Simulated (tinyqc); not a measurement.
ROHF in the sto-3g basis, for BeH, spin multiplicity 2, step by step. One step of it, computed by the program tinyqc.

Problem. Iteration 2: building the Fock matrix. J_ij = sum D_kl (ij|kl) with D = D(alpha) + D(beta), K_ij = sum D_kl (ik|jl) for each spin; F = H + J - K(s); E = tr D H + tr D J / 2 - 0.5 sum_s tr D(s) K(s) + E_nn.

D(alpha) after iteration 1:
```
            1Be 1s     1Be 2s   1Be 2px   1Be 2py    1Be 2pz      2H 1s
1Be 1s    1.016426  -0.090649  0.000000  0.000000  -0.153849   0.048791
1Be 2s   -0.090649   0.442095  0.000000  0.000000   0.524392  -0.193571
1Be 2px   0.000000   0.000000  0.000000  0.000000   0.000000   0.000000
1Be 2py   0.000000   0.000000  0.000000  0.000000   0.000000   0.000000
1Be 2pz  -0.153849   0.524392  0.000000  0.000000   0.636522  -0.121576
2H 1s     0.048791  -0.193571  0.000000  0.000000  -0.121576   1.036158
```

D(beta) after iteration 1:
```
            1Be 1s    1Be 2s   1Be 2px   1Be 2py    1Be 2pz      2H 1s
1Be 1s    0.983034  0.026123  0.000000  0.000000  -0.020416  -0.050794
1Be 2s    0.026123  0.033745  0.000000  0.000000   0.057776   0.154675
1Be 2px   0.000000  0.000000  0.000000  0.000000   0.000000   0.000000
1Be 2py   0.000000  0.000000  0.000000  0.000000   0.000000   0.000000
1Be 2pz  -0.020416  0.057776  0.000000  0.000000   0.103327   0.276359
2H 1s    -0.050794  0.154675  0.000000  0.000000   0.276359   0.739170
```

core Hamiltonian H = T + V (hartree):
```
            1Be 1s     1Be 2s    1Be 2px    1Be 2py    1Be 2pz      2H 1s
1Be 1s   -8.073746  -1.985882   0.000000   0.000000  -0.004928  -0.029506
1Be 2s   -1.985882  -2.308554   0.000000   0.000000  -0.053081  -0.215533
1Be 2px   0.000000   0.000000  -1.830768   0.000000   0.000000   0.000000
1Be 2py   0.000000   0.000000   0.000000  -1.830768   0.000000   0.000000
1Be 2pz  -0.004928  -0.053081   0.000000   0.000000  -1.859850  -0.298099
2H 1s    -0.029506  -0.215533   0.000000   0.000000  -0.298099  -1.293087
```

Two-electron integrals (ij|kl) in chemists' order, unique and non-zero (hartree):
```
(11|11) 2.298831   (21|11) 0.392036   (21|21) 0.079539   (22|11) 0.570988
(22|21) 0.143041   (22|22) 0.417683   (31|31) 0.014607   (32|31) 0.021888
(32|32) 0.092265   (33|11) 0.569578   (33|21) 0.143083   (33|22) 0.417589
(33|33) 0.449859   (41|41) 0.014607   (42|41) 0.021888   (42|42) 0.092265
(43|43) 0.024249   (44|11) 0.569578   (44|21) 0.143083   (44|22) 0.417589
(44|33) 0.401360   (44|44) 0.449859   (51|51) 0.014607   (52|51) 0.021888
(52|52) 0.092265   (53|53) 0.024249   (54|54) 0.024249   (55|11) 0.569578
(55|21) 0.143083   (55|22) 0.417589   (55|33) 0.401360   (55|44) 0.401360
(55|55) 0.449859   (61|11) 0.005417   (61|21) 0.001111   (61|22) 0.002058
(61|33) 0.002039   (61|44) 0.002039   (61|51) 0.000129   (61|52) 0.000247
(61|55) 0.002096   (61|61) 0.000017   (62|11) 0.035631   (62|21) 0.009176
(62|22) 0.032444   (62|33) 0.031050   (62|44) 0.031050   (62|51) 0.001110
(62|52) 0.008785   (62|55) 0.035190   (62|61) 0.000148   (62|62) 0.005839
(63|31) 0.000470   (63|32) 0.002827   (63|53) 0.001201   (63|63) 0.000300
(64|41) 0.000470   (64|42) 0.002827   (64|54) 0.001201   (64|64) 0.000300
(65|11) 0.049049   (65|21) 0.012688   (65|22) 0.045905   (65|33) 0.043571
(65|44) 0.043571   (65|51) 0.001694   (65|52) 0.013436   (65|55) 0.050513
(65|61) 0.000208   (65|62) 0.008926   (65|65) 0.013727   (66|11) 0.206625
(66|21) 0.053621   (66|22) 0.205824   (66|33) 0.196546   (66|44) 0.196546
(66|51) 0.004925   (66|52) 0.052133   (66|55) 0.224114   (66|61) 0.000849
(66|62) 0.054697   (66|65) 0.086822   (66|66) 0.774606
```

nuclear repulsion = 0.82651653 hartree

Give: Coulomb J; exchange K(alpha); exchange K(beta); F(alpha); F(beta); total energy of this density.

Solution.

Coulomb J (hartree):
```
         1Be 1s  1Be 2s  1Be 2px  1Be 2py  1Be 2pz  2H 1s
1Be 1s    5.618   1.046    0.000    0.000    0.030  0.015
1Be 2s    1.046   2.008    0.000    0.000    0.196  0.221
1Be 2px   0.000   0.000    1.976    0.000    0.000  0.000
1Be 2py   0.000   0.000    0.000    1.976    0.000  0.000
1Be 2pz   0.030   0.196    0.000    0.000    2.063  0.328
2H 1s     0.015   0.221    0.000    0.000    0.328  2.127
```

exchange K(alpha) (hartree):
```
         1Be 1s  1Be 2s  1Be 2px  1Be 2py  1Be 2pz  2H 1s
1Be 1s    2.310   0.416    0.000    0.000   -0.004  0.007
1Be 2s    0.416   0.291    0.000    0.000    0.235  0.061
1Be 2px   0.000   0.000    0.066    0.000    0.000  0.000
1Be 2py   0.000   0.000    0.000    0.066    0.000  0.000
1Be 2pz  -0.004   0.235    0.000    0.000    0.335  0.110
2H 1s     0.007   0.061    0.000    0.000    0.110  0.781
```

exchange K(beta) (hartree):
```
         1Be 1s  1Be 2s  1Be 2px  1Be 2py  1Be 2pz  2H 1s
1Be 1s    2.284   0.410    0.000    0.000   -0.002  0.006
1Be 2s    0.410   0.128    0.000    0.000    0.054  0.094
1Be 2px   0.000   0.000    0.023    0.000    0.000  0.000
1Be 2py   0.000   0.000    0.000    0.023    0.000  0.000
1Be 2pz  -0.002   0.054    0.000    0.000    0.107  0.147
2H 1s     0.006   0.094    0.000    0.000    0.147  0.640
```

F(alpha) (hartree):
```
         1Be 1s  1Be 2s  1Be 2px  1Be 2py  1Be 2pz   2H 1s
1Be 1s   -4.766  -1.356    0.000    0.000    0.028  -0.021
1Be 2s   -1.356  -0.591    0.000    0.000   -0.093  -0.055
1Be 2px   0.000   0.000    0.079    0.000    0.000   0.000
1Be 2py   0.000   0.000    0.000    0.079    0.000   0.000
1Be 2pz   0.028  -0.093    0.000    0.000   -0.132  -0.080
2H 1s    -0.021  -0.055    0.000    0.000   -0.080   0.053
```

F(beta) (hartree):
```
         1Be 1s  1Be 2s  1Be 2px  1Be 2py  1Be 2pz   2H 1s
1Be 1s   -4.740  -1.350    0.000    0.000    0.026  -0.021
1Be 2s   -1.350  -0.428    0.000    0.000    0.089  -0.089
1Be 2px   0.000   0.000    0.122    0.000    0.000   0.000
1Be 2py   0.000   0.000    0.000    0.122    0.000   0.000
1Be 2pz   0.026   0.089    0.000    0.000    0.096  -0.117
2H 1s    -0.021  -0.089    0.000    0.000   -0.117   0.194
```

total energy of this density = -14.38396 hartree
